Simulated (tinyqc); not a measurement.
Worked calculation: coherent transport through a tight-binding region between two chains. Computed by tinyqc, a small Python program that keeps every step. Settings: temperature = 300, mu = 0.15. Command: `OMP_NUM_THREADS=1 python tinyqc.py 31817 31818 out.jsonl` (the two numbers bound the seeds that draw the settings). One thread of a shared host (Intel(R) Xeon(R) Processor @ 2.60GHz), about 0.07 s of CPU time with the checks.

## Transmission at E = -0.59 eV

H of the central region (eV):
```
           1          2
1   0.980000  -0.440000
2  -0.440000  -0.770000
```

Leads: semi-infinite chains with site energy 0:
```
parameter                           value
lead hopping t (eV)              2.730000
coupling to the left lead (eV)   1.120000
coupling to the right lead (eV)  0.270000
left contact site                       1
right contact site                      2
```

E = -0.590000 eV

Surface Green function g = (E - i sqrt(4 t^2 - E^2)) / (2 t^2); self-energy tc^2 g on each contact site; G = (E - H - Sigma)^(-1); Gamma = -2 Im Sigma; T = Gamma_L Gamma_R |G_LR|^2; local density of states -Im G_ii / pi.

g = -0.039582-0.364156i 1/eV

G (1/eV):
```
                     1                   2
1  -0.370190-0.087917i  0.902323+0.080540i
2   0.902323+0.080540i  3.201443-0.658477i
```

local density of states (1/eV): 0.027985  0.209600

transmission = 0.039808

## Transmission across the band

The same steps on a grid of energies.

T(E):
```
E (eV)              T
-5.18700000  1.48e-06
-4.66830000  0.000006
-4.14960000  0.000016
-3.63090000  0.000036
-3.11220000  0.000084
-2.59350000  0.000209
-2.07480000  0.000635
-1.55610000  0.002965
-1.03740000  0.076916
-0.51870000  0.027962
0.00000000   0.009226
0.51870000   0.008867
1.03740000   0.012597
1.55610000   0.004988
2.07480000   0.001116
2.59350000   0.000336
3.11220000   0.000124
3.63090000   0.000051
4.14960000   0.000021
4.66830000   0.000008
5.18700000   1.88e-06
```

levels of the isolated region (eV): -0.874400  1.084400

## Current

I = (2e/h) int T(E) [f(E - mu - V/2) - f(E - mu + V/2)] dE at 300 K with mu = 0.15 eV, the bias not changing H; 2e^2/h = 77.48092 microsiemens; the integral runs over the band on 4001 points.

Current:
```
V (volt)  I (microampere)
0.010000         0.006584
0.050000         0.032928
0.100000         0.065917
0.200000         0.132331
0.400000         0.268742
0.800000         0.574002
```
